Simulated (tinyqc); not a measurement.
Plane-wave Kohn-Sham cycle with exchange-only LDA in a layered model solid, step by step. One step of it, computed by the program tinyqc.

Task: Iteration 1: levels at that k. Diagonalise the Hermitian matrix.

H (hartree), lower triangle:
```
           -2         -1         +0         +1        +2
-2   0.035753
-1  -0.250000  -0.152283
+0  -0.075000  -0.250000  -0.189890
+1   0.000000  -0.075000  -0.250000  -0.077069
+2   0.000000   0.000000  -0.075000  -0.250000  0.186181
```

Give: eigenvalues.

Result:

eigenvalues (hartree): -0.6335  -0.2274  0.0841  0.2314  0.3482
